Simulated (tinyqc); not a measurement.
Inside a calculation. Model: threshold of a short bulk MOSFET: charge sharing, barrier lowering, narrow width.

Numbers from tinyqc (`OMP_NUM_THREADS=1 python tinyqc.py 2002067 2002068 out.jsonl`; about 0.01 s on one thread of a shared Intel Xeon 2.30GHz). Printed values are rounded.

n-channel device on a p-type body, depletion approximation, full ionisation. Uniform doping N = Na. Vbi from Boltzmann statistics is rough for the degenerate source. Cox = eps0 eox/tox.

Values chosen for this exercise; band and dielectric values close to those of silicon:
```
symbol,value,unit,meaning
T,400,K,temperature
Eg,1.11,eV,band gap
eps_r,11.6,,relative permittivity
Nc,4.3e19,cm^-3,conduction-band density of states at T
Nv,4.11e19,cm^-3,valence-band density of states at T
eox,3.9,,relative permittivity of the gate insulator (close to silicon dioxide)
tox,3.1,nm,insulator thickness
Na,4.2e17,cm^-3,channel doping
Nsd,1e20,cm^-3,source and drain doping
Vfb,-0.99,V,flat-band voltage for the doping Na
xj,84,nm,junction depth
Vbs,-0.5,V,body-source voltage
Vds,1,V,drain-source voltage
W,280,nm,gate width
xw,1.5708,,shape factor of the fringing depletion at the width edges
L,310,nm,channel length
```

Constants: q = 1.602176634e-19 C, kB = 1.380649e-23 J/K, Vt = kB T/q, eps0 = 8.8541878128e-14 F/cm where lengths are in cm. Results are converted to the units shown.

## Long-channel threshold and scales

ni = sqrt(Nc Nv) exp(-Eg/(2 Vt)), Eg in volts; 2 pB = 2 Vt ln(N/ni); flat band Vfb - Vt ln(N/Na); Wd = sqrt(2 eps0 eps_r (2 pB - Vbs)/(q N)); body term q N Wd/Cox; long-channel VT0 = flat band + 2 pB + body term; Vbi = Vt ln(N Nsd/ni^2); scale length l = sqrt((eps_r/eox) tox Wd).

N = 4.2e17 cm^-3
2 pB = 0.7924613 V
flat band = -0.99 V
Wd = 62.81267 nm
body term = 0.3794507 V
VT0 = 0.1819120 V
Vbi = 0.9811006 V
l = 24.06585 nm

## Short-channel and narrow-width shifts

Charge sharing (trapezoid; it ignores Vds): F = (xj/L)(sqrt(1 + 2 Wd/xj) - 1), lowering = body term times F. Barrier lowering: th = exp(-L/(2 l)) + 2 exp(-L/l), lowering = th [2 (Vbi - 2 pB) + Vds], DIBL = th. Narrow width: rise = body term times xw Wd/W. VT by each model = VT0 - lowering + rise.

F = 0.1570875
lowering by charge sharing = 59.60697 mV
th = 0.001600440
lowering of the barrier = 2.204252 mV
DIBL = 1.600440 mV/V
narrow-width rise = 133.7105 mV
VT, charge sharing = 0.2560155 V
VT, barrier lowering = 0.3134182 V

L is 12.9 scale lengths. The charge-sharing lowering is 27.0 times the barrier lowering; the first falls off as 1/L and the second exponentially. Both describe the same loss of gate control, so they are alternatives and are not added.
